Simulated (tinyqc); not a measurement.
# Floating body of a partially depleted SOI transistor: body voltage and kink: what changes with what

Source at 0 V. Channel current Ic = 2 nf K Vt^2 [F(0) - F(Vd)](1 + la Vd), F(V) = ln^2(1 + exp((Vg - VT - nf V)/(2 nf Vt))), VT = VT0 - gb Vb. Saturation voltage Vs = 2 Vt sqrt(F(0)) + 3 Vt, excess Ve = (Vd - Vs + sqrt((Vd - Vs)^2 + 0.0004 V^2))/2, multiplication M1 = Ai Ve exp(-Bl/Ve). Each junction passes D(v) = J1 (exp(v/Vt) - 1) + J2 (exp(v/(2 Vt)) - 1). Bipolar current Ib = bb J1 (exp(Vb/Vt) - 1). The body settles where M1 (Ic + Ib) = D(Vb) + D(Vb - Vd) + Vb/Rb; drain current Id = (1 + M1)(Ic + Ib) - D(Vb - Vd).

Values chosen for this exercise; values of the order met in partially depleted silicon-on-insulator transistors: temperature T = 358 K; threshold at zero body voltage VT0 = 0.46 V; fall of the threshold per volt of body voltage gb = 0.26; slope factor nf = 1.3; gain factor per width K = 130 uA/(V^2 um); channel-length modulation factor la = 0.07 1/V; impact-ionisation prefactor Ai = 1.12 1/V; impact-ionisation voltage Bl = 8.4 V; diffusion saturation current of each junction J1 = 1.5e-11 uA/um; recombination saturation current of each junction J2 = 3.2e-7 uA/um; gain of the lateral bipolar transistor on the diffusion current bb = 0.5; resistance of a weak body tie to the source (1e9 stands for no tie, and the term is then dropped) Rb = 1e9 kohm um; gate voltage Vg = 0.95 V; drain voltage Vd = 1.7 V.

Constants: q = 1.602176634e-19 C, kB = 1.380649e-23 J/K, Vt = kB T/q. Results are converted to the units shown.

Each table varies one quantity; the others keep the values above.

## Output curve and kink

Rows with more than one solution for Vb (latch) are left out; dId/dVd by a forward difference over 1e-4 V, swing = 1e-4 V over the change of log10 Id; M1 under 1e-12 is printed as 0.

Result of one run:
```
Vd (V),Vb (V),M1,"Id, floating (uA/um)","Id, grounded (uA/um)",ratio,"dId/dVd, floating (uS/um)","dId/dVd, grounded (uS/um)"
2,0.6883,0.003751,25.64,13.79,1.859,5.778,1.258
```

What becomes of these results when the drain voltage Vd is changed from 2 to 1.2 V, all else the same?

Result of the changed run:
```
Vd (V),Vb (V),M1,"Id, floating (uA/um)","Id, grounded (uA/um)",ratio,"dId/dVd, floating (uS/um)","dId/dVd, grounded (uS/um)"
1.2,0.3077,2.644e-6,17.61,13.02,1.353,17.71,0.8428
```

The whole series:
```
Vd (V),Vb (V),M1,"Id, floating (uA/um)","Id, grounded (uA/um)",ratio,"dId/dVd, floating (uS/um)","dId/dVd, grounded (uS/um)"
1.2,0.3077,2.644e-6,17.61,13.02,1.353,17.71,0.8428
1.4,0.4785,3.995e-5,20.73,13.19,1.571,13.22,0.8589
1.6,0.5836,2.865e-4,22.91,13.37,1.713,8.851,0.9164
1.8,0.6463,0.001236,24.42,13.56,1.800,6.606,1.044
2,0.6883,0.003751,25.64,13.79,1.859,5.778,1.258
2.2,0.7192,0.008925,26.78,14.07,1.903,5.744,1.562
```

Vb rises from 0.308 to 0.719 V and the ratio of the currents rises from 1.35 to 1.90. The output conductance with a floating body exceeds the grounded value by the largest factor among the rows, 21.0, at Vd = 1.2 V, where Vb = 0.308 V and M1 = 2.64e-6.

## Transfer curve and swing

Same model as above.

Result of one run:
```
Vg (V),Vb (V),M1,"Id, floating (uA/um)","Id, grounded (uA/um)",ratio,"swing, floating (mV/decade)","swing, grounded (mV/decade)"
0.41,0.5742,0.006645,0.8080,0.06691,12.08,155.9,113.6
```

What becomes of these results when the gate voltage Vg is changed from 0.41 to 0.11 V, all else the same?

Result of the changed run:
```
Vg (V),Vb (V),M1,"Id, floating (uA/um)","Id, grounded (uA/um)",ratio,"swing, floating (mV/decade)","swing, grounded (mV/decade)"
0.11,0.1039,0.009642,1.139e-4,5.850e-5,1.946,70.18,93.44
```

The whole series:
```
Vg (V),Vb (V),M1,"Id, floating (uA/um)","Id, grounded (uA/um)",ratio,"swing, floating (mV/decade)","swing, grounded (mV/decade)"
0.01,0.04861,0.009672,6.964e-6,5.171e-6,1.347,93.49,98.61
0.11,0.1039,0.009642,1.139e-4,5.850e-5,1.946,70.18,93.44
0.21,0.3015,0.009427,0.004501,6.831e-4,6.589,61.92,94.41
0.31,0.4857,0.008455,0.1124,0.007464,15.05,89.46,99.15
0.41,0.5742,0.006645,0.8080,0.06691,12.08,155.9,113.6
0.51,0.6108,0.004779,2.590,0.4018,6.446,250.7,149.5
0.61,0.6263,0.003260,5.555,1.468,3.785,361.6,215.0
0.71,0.6314,0.002130,9.644,3.610,2.672,479.7,305.4
0.81,0.6297,0.001329,14.80,6.913,2.141,600.9,410.2
```

Vb goes from 0.0486 through a maximum of 0.631 (at Vg = 0.71 V among the rows listed) to 0.630 V. The smallest swing among the rows is 61.9 mV a decade with a floating body (at Vg = 0.21 V) and 93.4 with a grounded one; Vt ln 10 = 71.0. The floating swing is smaller by more than 3 % for Vg = 0.01, 0.11, 0.21, 0.31 V, where the rising Vb lowers the threshold as Vg rises. In the first row the floating body raises the current by a factor of 1.35.

Range of the model: The multiplication law is an empirical form chosen for the exercise; self-heating and capacitive coupling to the body are left out, and the linear laws are rough once Vb passes about 0.7 V or M1 about 0.1.

Computed by the program tinyqc: `OMP_NUM_THREADS=1 python tinyqc.py 2182158 2182159 out.jsonl`, one thread of a shared Intel Xeon 2.30GHz, about 0.2 s for the whole run.
